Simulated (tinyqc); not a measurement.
What each parameter does: hole subbands of a hard-walled well, four-band Luttinger model.

Hole energies are counted downwards from the unstrained band edge, c = hbar^2/2m0. After the usual block transformation one block is H = [[P + Q - Zs, R - i S], [R + i S, P - Q + Zs]] in (heavy, light), with P +/- Q = c [(g1 +/- g2) k^2 + (g1 -/+ 2 g2) kz^2], R = sqrt(3) c gR k^2, S = 2 sqrt(3) c g3 k kz, kz = -i d/dz; axial approximation gR = (g2 + g3)/2. Zs = b (e_par - e_perp) is the shear part of the strain (the hydrostatic part shifts all levels alike and is left out). Basis sqrt(2/L) sin(n pi z/L), n = 1 to N, for each component: kz^2 gives (n pi/L)^2 and the heavy-light block is R delta_nm - 2 sqrt(3) c g3 k D_nm with D_nm = 4 n m/(L (n^2 - m^2)) for n + m odd, 0 otherwise. The other block has the same levels. The split-off band is left out.

Constants: hbar^2/2m0 = 3.80998211 eV angstrom^2.

Parameters, chosen for this exercise (near those of GaAs; not measured data):
- g1 = 6.99 (Luttinger gamma1)
- g2 = 2.06 (gamma2)
- g3 = 2.93 (gamma3)
- L = 180 angstrom (well width along [001])
- Zs = 0 eV (shear strain energy)
- k = 0.0235 1/angstrom (wave vector in the plane)

N = 20; the three lowest hole energies at the given k and the heavy weight of the lowest.

One parameter was then changed.

Results before and after:

| case | E1 (meV) | E2 (meV) | E3 (meV) | heavy weight |
|---|---|---|---|---|
| base | 7.75 | 15.05 | 29.05 | 0.482 |
| changed | 6.86 | 11.64 | 27.32 | 0.605 |

Which of these changes was made? (a) g2 = 1.85; (b) L = 190 angstrom; (c) g3 = 2.7; (d) k = 0.0164 1/angstrom; (e) Zs = -0.01 eV; (f) g1 = 7.55.

Answer: (d) k = 0.0164 1/angstrom. Of the candidates, run in turn, only this one gives the changed row.

All candidates:

| case | E1 (meV) | E2 (meV) | E3 (meV) | heavy weight |
|---|---|---|---|---|
| base | 7.75 | 15.05 | 29.05 | 0.482 |
| g1 = 7.55 | 10.03 | 18.42 | 34.99 | 0.477 |
| g2 = 1.85 | 8.27 | 15.62 | 31.14 | 0.478 |
| g3 = 2.7 | 8.98 | 16.74 | 30.92 | 0.480 |
| L = 190 angstrom | 7.19 | 13.92 | 26.54 | 0.471 |
| Zs = -0.01 eV | 4.45 | 18.57 | 35.09 | 0.217 |
| k = 0.0164 1/angstrom | 6.86 | 11.64 | 27.32 | 0.605 |

Program tinyqc; command `OMP_NUM_THREADS=1 python tinyqc.py 1280814 1280815 out.jsonl`; about 0.6 s on one thread of a shared Intel(R) Xeon(R) Processor @ 2.30GHz.
